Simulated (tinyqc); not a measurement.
Transfer-length model of a contact: two steps of the calculation.

A metal contact of length d and width W on a thin layer of the same width. The metal has no resistance, the sheet resistance under it equals Rsh, and current enters the layer at the front edge x = 0.

Parameters, values chosen for the exercise:
- rc = 4.6e-6 ohm cm^2 (specific contact resistivity)
- d = 0.74 um (contact length)
- W = 28 um (contact width)

Problem 1. Transfer length. A = Lt coth(d/Lt) is solved for Lt, starting from Lt = A. Lt(new) = A tanh(d/Lt).

A = 0.31515901 um
Lt after iteration 1 = 0.30945544 um

Find: Lt after iteration 2.

Solution 1.

Lt after iteration 2 = 0.3099 um

Problem 2. Contact resistivity. rc = Rsh Lt^2. Short cuts: Rsh A^2 (long contact, Lt = A) and Rc W d (short contact, even current).

Rsh = 4799.8361 ohm/sq
Rc = 54.025415 ohm
A = 0.31515901 um
converged Lt = 0.30988952 um

Find: rc; Rsh A^2; Rc W d.

Solution 2.

rc = 4.609e-6 ohm cm^2
Rsh A^2 = 4.767e-6 ohm cm^2
Rc W d = 1.119e-5 ohm cm^2

The extracted rc is 0.20 % above the value 4.6e-6 ohm cm^2 that made the data.

Numbers from tinyqc (`OMP_NUM_THREADS=1 python tinyqc.py 2760013 2760014 out.jsonl`; about 0.01 s on one thread of a shared Intel Xeon 2.30GHz).
